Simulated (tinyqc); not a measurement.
Special k points of the fcc lattice: one step. Which stars the mesh integrates.

A_m(k) = sum over the m-th star of lattice vectors R of cos(k . R), stars in order of length: m = 1: |R|^2 = 0.5, 12 vectors, such as (1, 0, 0) in the basis a_i; m = 2: |R|^2 = 1, 6 vectors, such as (1, 1, -1) in the basis a_i; m = 3: |R|^2 = 1.5, 24 vectors, such as (2, 0, -1) in the basis a_i; m = 4: |R|^2 = 2, 12 vectors, such as (2, 0, 0) in the basis a_i; m = 5: |R|^2 = 2.5, 24 vectors, such as (2, 1, -1) in the basis a_i; m = 6: |R|^2 = 3, 8 vectors, such as (3, -1, -1) in the basis a_i. The zone mean of every A_m is zero.

Irreducible points:
```
f1              f2        f3  weight
0.125000  0.125000  0.125000       2
0.125000  0.125000  0.375000       6
0.125000  0.125000  0.625000       6
0.125000  0.125000  0.875000       6
0.125000  0.375000  0.375000       6
0.125000  0.375000  0.625000      12
0.125000  0.375000  0.875000      12
0.125000  0.625000  0.625000       6
0.375000  0.375000  0.375000       2
0.375000  0.375000  0.625000       6
```

Problem. Lattice vectors in units of a: a1 = (0, 1/2, 1/2), a2 = (1/2, 0, 1/2), a3 = (1/2, 1/2, 0); f are fractions of the reciprocal vectors. Evaluate the first six A_m at each irreducible point (k . R = 2 pi sum f_i n_i) and form the weighted means.

Give: A_m at the points; weighted means.

Solution.

A_m at the points:
```
       m=1     m=2     m=3     m=4     m=5     m=6
1   10.243   4.243  14.485   6.000   8.485   2.828
2    3.414  -1.414  -3.172  -2.000  -8.485   2.828
3   -0.586  -4.243   0.828   6.000   2.828  -2.828
4    6.243   1.414  -0.828  -2.000  -2.828  -2.828
5    0.586   1.414  -8.828  -2.000   8.485  -2.828
6   -3.414   1.414   4.828  -2.000  -2.828  -2.828
7   -0.586  -1.414  -0.828  -2.000   2.828   2.828
8   -3.414   4.243  -4.828   6.000  -2.828   2.828
9    1.757  -4.243  -2.485   6.000  -8.485  -2.828
10  -2.243  -1.414   4.828  -2.000   2.828   2.828
```

weighted means: m=1 0.000, m=2 0.000, m=3 0.000, m=4 0.000, m=5 0.000, m=6 0.000

All six means vanish: the mesh is exact for functions whose Fourier series ends within these stars.

(tinyqc, `OMP_NUM_THREADS=1 python tinyqc.py 1681063 1681064 out.jsonl`, Intel(R) Xeon(R) Processor @ 2.30GHz, 1 thread, shared host, about 0.2 s.)
